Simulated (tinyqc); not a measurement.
## Input admittance of a MOSFET at zero drain bias: distributed channel and distributed gate: input impedance against frequency

Source and drain grounded, strong inversion, w = 2 pi f, Cox = eps0 eox/tox. The channel is an RC line of resistance 1/(mu Cox Vo) per square fed from both ends, so one finger has the intrinsic admittance y = i w Cox L tanh(g)/g per width, g = (1/2) sqrt(i w tau), tau = L^2/(mu Vo). The vertical resistance rv/L is in series with y, the overlaps 2 i w Cov in parallel: y_t = 1/(1/y + rv/L) + 2 i w Cov. The gate strip is a line of Rsh/L per length loaded by y_t, so a finger has Y = y_t Wf tanh(k)/k, k = (Wf/sd) sqrt(y_t Rsh/L); the device has Nf Y.

Low-frequency limits, with c = Cox L and ct = c + 2 Cov: R_strip = Rsh Wf/(3 sd^2 L Nf), R_ch = (c/ct)^2 L/(12 mu Cox Vo Wf Nf), R_vert = (c/ct)^2 rv/(L Wf Nf), C = ct Wf Nf. Z = 1/(Nf Y) = R + 1/(i w C), Q = |Im Z|/R, far-point signal |1/cosh k|.

Values chosen for this exercise; values of the order met in silicon radio-frequency transistors: relative permittivity of the gate insulator (close to silicon dioxide) eox = 3.9; insulator thickness tox = 1.9 nm; channel length L = 0.065 um; finger width Wf = 4 um; number of fingers Nf = 8; channel mobility mu = 170 cm^2/(V s); gate overdrive Vo = 0.3 V; sheet resistance of the gate Rsh = 20 ohm/square; vertical resistivity of the gate stack rv = 6 ohm um^2; number of ends at which a finger is contacted sd = 2; overlap and fringe capacitance on each side Cov = 0.2 fF/um.

Constants: eps0 = 8.8541878128e-14 F/cm where lengths are in cm. Results are converted to the units shown.

The same in every row: low-frequency R (ohm) = 15.450.

Result of one run:

| f (GHz) | w tau | \|k\| | R (ohm) | C (fF) | Q | signal at the far point |
|---|---|---|---|---|---|---|
| 2 | 0.010410 | 0.15639 | 15.449 | 50.602 | 101.79 | 0.99993 |

What becomes of these results when the frequency f is changed from 2 to 5 GHz, all else the same?

Result of the changed run:

| f (GHz) | w tau | \|k\| | R (ohm) | C (fF) | Q | signal at the far point |
|---|---|---|---|---|---|---|
| 5 | 0.026026 | 0.24727 | 15.449 | 50.598 | 40.721 | 0.99956 |

The whole series:

| f (GHz) | w tau | \|k\| | R (ohm) | C (fF) | Q | signal at the far point |
|---|---|---|---|---|---|---|
| 0.4 | 0.0020821 | 0.069939 | 15.450 | 50.603 | 508.95 | 1.0000 |
| 0.9 | 0.0046847 | 0.10491 | 15.450 | 50.603 | 226.20 | 0.99999 |
| 2 | 0.010410 | 0.15639 | 15.449 | 50.602 | 101.79 | 0.99993 |
| 5 | 0.026026 | 0.24727 | 15.449 | 50.598 | 40.721 | 0.99956 |
| 10 | 0.052052 | 0.34968 | 15.447 | 50.585 | 20.368 | 0.99825 |
| 30 | 0.15616 | 0.60552 | 15.431 | 50.440 | 6.8161 | 0.98454 |
| 60 | 0.31231 | 0.85563 | 15.375 | 49.967 | 3.4529 | 0.94199 |
| 100 | 0.52052 | 1.1025 | 15.247 | 48.915 | 2.1340 | 0.85918 |
| 300 | 1.5616 | 1.8663 | 14.104 | 40.768 | 0.92267 | 0.47789 |

R falls from 15.4 to 14.1 ohm and C falls from 50.6 to 40.8 fF. Q goes as f^(-1.00) between the first two rows and f^(-0.76) between the last two, where w tau = 1.56 and |k| = 1.87. The low-frequency limits hold both R and C within 5 % up to f = 100 GHz among the rows.

Computed by the program tinyqc: `OMP_NUM_THREADS=1 python tinyqc.py 2262229 2262230 out.jsonl`, one thread of a shared Intel Xeon 2.30GHz, about 0.01 s for the whole run.
